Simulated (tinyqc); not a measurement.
Raising U: Hubbard chain of 5 sites, mean field against exact. Computed by the program tinyqc. Command: `OMP_NUM_THREADS=1 python tinyqc.py 110566 110567 out.jsonl`; one thread of a shared host (Intel(R) Xeon(R) Processor @ 2.60GHz), about 3 s.

one-body matrix (hopping and site energies) (eV):
```
         1        2        3        4        5
1   0.3500  -1.1500   0.0000   0.0000   0.0000
2  -1.1500   0.5500  -1.1500   0.0000   0.0000
3   0.0000  -1.1500   0.2900  -1.1500   0.0000
4   0.0000   0.0000  -1.1500  -0.5900  -1.1500
5   0.0000   0.0000   0.0000  -1.1500   0.1800
```

electrons, up and down: 3  1

Collinear unrestricted mean field (the lowest of 40 random starts) against exact diagonalisation.

Exact and mean-field results (eV):
```
U          U/t   E exact  E mean field  mean |n_up - n_down|  double occupancy, exact  first gap in the sector
0.570    0.496  -4.34633      -4.33369                 0.400                    0.111                    0.956
1.150    1.000  -4.04159      -3.98960                 0.400                    0.099                    0.907
2.300    2.000  -3.54100      -3.34067                 0.434                    0.076                    0.784
3.450    3.000  -3.16288      -2.78977                 0.574                    0.057                    0.668
4.600    4.000  -2.88063      -2.42775                 0.679                    0.042                    0.571
6.900    6.000  -2.50610      -2.05056                 0.750                    0.025                    0.430
9.200    8.000  -2.27846      -1.86071                 0.772                    0.016                    0.340
13.800  12.000  -2.02421      -1.67036                 0.788                    0.008                    0.237
23.000  20.000  -1.80442      -1.52900                 0.798                 2.94e-03                    0.146
```

In absolute terms mean field is worst at U/t = 6.0, 0.456 eV too high: at small U it is nearly exact, and at large U it still misses the motion of the hole through a fluctuating spin background. Relative to the exact energy its error is 0.3 % at the smallest U, 18 % at most and 15 % at the largest. The double occupancy falls from 0.111 to 0.003.
